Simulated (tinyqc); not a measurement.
What moves lifetime and leakage: Shockley-Read-Hall recombination through one deep level.

One level at Et with degeneracy 1: tn = 1/(sn vth Nt), tp = 1/(sp_ vth Nt), n1 = Nc exp((Et - Eg)/kT), p1 = Nv exp(-Et/kT), ni^2 = n1 p1. Equilibrium n0 = Nm, p0 = ni^2/Nm; n = n0 + dn, p = p0 + dn. U = (n p - ni^2)/(tp (n + n1) + tn (p + p1)), lifetime dn/U; emission rates en = sn vth n1, ep = sp_ vth p1.

Constants: kB = 8.617333262e-05 eV/K.

Parameters, chosen for this exercise (gap and densities of states near those of Si at this temperature; shifted at random, so the results belong to these values and not to a real crystal): Eg = 1.117 eV (gap); Nc = 3.46e+19 1/cm^3 (conduction-band density of states); Nv = 1.46e+19 1/cm^3 (valence-band density of states); T = 350 K; Et = 0.508 eV (recombination level above Ev); Nt = 4.8e+13 1/cm^3 (defects); sn = 3.4e-15 cm^2 (electron capture cross-section); sp_ = 1.4e-16 cm^2 (hole capture cross-section); vth = 13000000 cm/s (thermal velocity, both carriers); Nm = 4.8e+14 1/cm^3 (equilibrium electrons for the lifetime steps); dn = 4.3e+12 1/cm^3 (excess pairs).

G = Nt en ep/(en + ep). Each row changes one parameter from the base and keeps the others.

Results:

| case | lifetime (microsecond) | G (1/(cm^3 s)) |
|---|---|---|
| base | 11.45 | 4.13e+16 |
| Et = 0.548 eV | 11.46 | 1.58e+16 |
| sn = 6.8e-15 cm^2 | 11.45 | 4.95e+16 |
| sp_ = 2.8e-16 cm^2 | 5.729 | 6.21e+16 |
| Nt = 2.4e+13 1/cm^3 | 22.91 | 2.07e+16 |
| Nm = 1.44e+15 1/cm^3 | 11.45 | 4.13e+16 |
| dn = 1.29e+13 1/cm^3 | 11.46 | 4.13e+16 |

The largest shifts from the base row, up to three for each result and ties (the steps differ in size, so this ranks the rows, not the parameters). lifetime (microsecond): Nt +11.5, sp_ -5.72, dn +0.00811; unchanged at the printed digits by sn and Nm. G (1/(cm^3 s)): Et -2.55e+16, sp_ +2.08e+16, Nt -2.07e+16; unchanged at the printed digits by Nm and dn.

Program tinyqc; command `OMP_NUM_THREADS=1 python tinyqc.py 1680809 1680810 out.jsonl`; about 0.01 s on one thread of a shared Intel(R) Xeon(R) Processor @ 2.30GHz.
